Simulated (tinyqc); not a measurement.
Four-band model of biased bilayer graphene near K: one step. The Mexican hat (g3 = g4 = 0). Three cases, with inputs chosen for the exercise.

Problem. At K the levels are -/+ U/2 and -/+ sqrt(g1^2 + U^2/4). The smallest gap, U g1/sqrt(U^2 + g1^2), lies on a ring of radius kg = (U/2 v0) sqrt((2 g1^2 + U^2)/(g1^2 + U^2)), v0 = (sqrt3/2) a g0; the height of the hat is U/2 less half that gap.

Basis A1, B1, A2, B2, with B1 below A2; p = kx + i ky, v_j = (sqrt3/2) a g_j. Diagonal -U/2, -U/2, U/2, U/2; <A1|B1> = <A2|B2> = v0 p*, <B1|A2> = g1, <A1|B2> = v3 p, <A1|A2> = <B1|B2> = -v4 p*.

Give: gap; kg; height of the hat.

Case 1.

Values chosen (near those used for Bernal bilayer graphene; shifted at random, so the results belong to these values and not to a real crystal): a = 2.46 angstrom (lattice constant); g0 = 2.93 eV (hopping in a layer); g1 = 0.413 eV (hopping of the dimer sites); U = 0.42 eV (potential difference of the layers).

Solution.

gap = 0.2945 eV
kg = 0.04109 1/angstrom
height of the hat = 62.76 meV

Case 2.

Values chosen (near those used for Bernal bilayer graphene; shifted at random, so the results belong to these values and not to a real crystal): a = 2.46 angstrom (lattice constant); g0 = 3.19 eV (hopping in a layer); g1 = 0.419 eV (hopping of the dimer sites); U = 0.22 eV (potential difference of the layers).

Solution.

gap = 0.1948 eV
kg = 0.02162 1/angstrom
height of the hat = 12.61 meV

Case 3.

Values chosen (near those used for Bernal bilayer graphene; shifted at random, so the results belong to these values and not to a real crystal): a = 2.46 angstrom (lattice constant); g0 = 2.91 eV (hopping in a layer); g1 = 0.371 eV (hopping of the dimer sites); U = 0.37 eV (potential difference of the layers).

Solution.

gap = 0.2620 eV
kg = 0.03656 1/angstrom
height of the hat = 54.01 meV

Computed by tinyqc, one run a case: `OMP_NUM_THREADS=1 python tinyqc.py N N+1 out.jsonl` with N = 1450920, 1451542, 1451778; one thread of a shared Intel(R) Xeon(R) Processor @ 2.30GHz, about 0.04 s a run at most.
